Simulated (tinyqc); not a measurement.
# Junction parameters from two forward currents

Problem. D(v) = J1 (exp(v/Vt) - 1) + J2 (exp(v/(2 Vt)) - 1). Find J1, J2 and the voltage 2 Vt ln(J2/J1) near which both parts are equal.

Inputs (values chosen for the exercise): temperature T = 358 K.

Constants: q = 1.602176634e-19 C, kB = 1.380649e-23 J/K, Vt = kB T/q. Results are converted to the units shown.

junction voltages (V): [0.34, 0.67]
currents (uA/um): [1.1999849e-6, 0.0042898074]

Answer. The current is linear in J1 and J2, so two points give two equations.

J1 = 1.500e-12 uA/um
J2 = 4.500e-9 uA/um
crossover = 0.4940 V

Numbers from tinyqc (`OMP_NUM_THREADS=1 python tinyqc.py 2182088 2182089 out.jsonl`; about 0.2 s on one thread of a shared Intel Xeon 2.30GHz).
